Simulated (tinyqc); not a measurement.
# Thermoelectric coefficients with energy filtering, Landauer integrals: effect of the Fermi level

Bulk parabolic band, x = (E - Ec)/kB T, C = hbar^2/(2 m0), kB T in eV. Modes per area gv m kB T x/(4 pi C) times the back-scattering length l0 x^rr give the transport function s0 X(x), s0 = (2 q^2/h) gv m kB T l0/(4 pi C), X = x^(1 + rr), multiplied by tb for x < xb. I_k = int X (x - eta)^k w dx, w = 1/(4 cosh^2((x - eta)/2)).

sigma = s0 I_0, S = -(kB/q) I_1/I_0, Lorenz number L = (kB/q)^2 [I_2/I_0 - (I_1/I_0)^2], kappa_e = L sigma T. Power factor S^2 sigma, ZT = S^2 sigma T/(kappa_e + kL). The integrals are converged.

Values chosen for this exercise:
```
symbol,value,unit,meaning
T,400,K,temperature
m,0.85,m0,mass of one valley
gv,3,,valleys
l0,6.3,nm,back-scattering length at x = 1
rr,0,,energy exponent of that length
kL,3.8,W/(m K),lattice thermal conductivity
xb,5.2,,"barrier height over kB T, above Ec"
tb,0.1,,share of the transport function left below the barrier
```

Constants: q = 1.602176634e-19 C, kB = 1.380649e-23 J/K, hbar = 1.054571817e-34 J s, h = 6.62607015e-34 J s, m0 = 9.1093837015e-31 kg, Vt = kB T/q, hbar^2/(2 m0) = 0.0380998212 eV nm^2. Results are converted to the units shown.

Effect of the Fermi level:
```
eta  sigma (S/cm)  S (uV/K)  kappa_e (W/(m K))  power factor (mW/(m K^2))        ZT
0.2        105.01   -300.55            0.16431                    0.94854  0.095708
1          191.65   -271.23            0.28648                     1.4099   0.13801
1.8        336.94   -251.48            0.44701                     2.1308   0.20068
2.6        587.16   -232.96            0.62951                     3.1865   0.28775
3.4        1025.9   -207.45            0.83945                     4.4151   0.38065
4.2        1758.3   -172.87             1.1478                     5.2542   0.42478
5          2819.1   -134.25             1.6800                     5.0810   0.37087
5.8        4064.6   -99.097             2.5197                     3.9915   0.25264
6.6        5262.8   -72.186             3.6137                     2.7423   0.14796
7.4        6297.9   -54.024             4.8067                     1.8381  0.085426
8.2        7188.7   -42.573             5.9603                     1.3029  0.053398
```

What does the comparison show?

sigma rises from 105 to 7190 S/cm, and S rises from -301 to -42.6 uV/K. Among the rows the power factor is largest at eta = 4.2 and ZT, 0.425, at eta = 4.2, where S = -173 uV/K.

Range of the model: Parabolic bands, elastic scattering and a fixed kL make these model figures, not those of a material.

Computed by the program tinyqc: `OMP_NUM_THREADS=1 python tinyqc.py 2800121 2800122 out.jsonl`, one thread of a shared Intel Xeon 2.30GHz, about 0.03 s for the whole run.
